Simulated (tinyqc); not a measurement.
What each parameter of the potential does: deformation potentials from a strained empirical pseudopotential.

Diamond lattice, no spin-orbit coupling. Atomic form factor V(q) = a1 (q^2 - a2)/(a3 exp(a4 q^2) - 1) in rydberg with q in 1/bohr, for the unstrained cell. Under a strain e the reciprocal vectors and k go over into (1 + e)^(-1) G, the atoms sit at +/- tau with tau = (1 + e) a (1,1,1)/8 - zeta a (eyz, ezx, exy)/4, and H(G,G') = c |k + G|^2 delta + (V(q)/det(1 + e)) cos(q.tau), q = G - G', with the term q = 0 left out; c = hbar^2/2m0. The basis is fixed before straining: all G with |k + G|^2 up to 16 (2 pi/a)^2. k is given in units of 2 pi/a of the unstrained cell.

Constants: hbar^2/2m0 = 3.80998211 eV angstrom^2; Ry = 13.60569312 eV; a0 (Bohr radius) = 0.5291772105 angstrom.

Values chosen for the exercise (near those of Si; not measured data):
```
symbol  value  unit      meaning
a       5.435  angstrom  lattice constant
a1      0.536
a2      2.188
a3      2.054
a4      0.482
kD      0.82   2 pi/a    position of the Delta minimum
```

Gaps from the valence top to level 8 at Gamma and level 5 at (kD,0,0) and L, and their deformation potentials [E(+h) - E(-h)]/(3 ln((1 + h)/(1 - h))) for e = +/- h 1, h = 0.002. The row for the lattice constant keeps V(q) without the volume factor, so it is not a strain.

One parameter was then changed.

Results before and after:
```
case     Gamma (eV)  Delta (eV)  L (eV)  potential Gamma (eV)  potential Delta (eV)  potential L (eV)
base          4.216       1.238   2.109                 -9.02                  2.54             -2.02
changed       4.312       1.326   2.186                 -9.19                  2.46             -2.10
```

Which of these changes was made? (a) a3 = 2.075; (b) a4 = 0.477; (c) a2 = 2.166; (d) a1 = 0.541; (e) a = 5.381 angstrom.

Answer: (b) a4 = 0.477. Of the candidates, run in turn, only this one gives the changed row.

All candidates:
```
case                Gamma (eV)  Delta (eV)  L (eV)  potential Gamma (eV)  potential Delta (eV)  potential L (eV)
base                     4.216       1.238   2.109                 -9.02                  2.54             -2.02
a = 5.381 angstrom       4.341       0.940   2.007                 -8.72                  2.85             -1.84
a1 = 0.541               4.259       1.306   2.159                 -9.10                  2.53             -2.03
a2 = 2.166               4.331       1.162   2.111                 -8.95                  2.60             -1.98
a3 = 2.075               4.167       1.142   2.042                 -8.93                  2.54             -2.01
a4 = 0.477               4.312       1.326   2.186                 -9.19                  2.46             -2.10
```

Program tinyqc; command `OMP_NUM_THREADS=1 python tinyqc.py 1850054 1850055 out.jsonl`; about 0.3 s on one thread of a shared Intel(R) Xeon(R) Processor @ 2.30GHz.
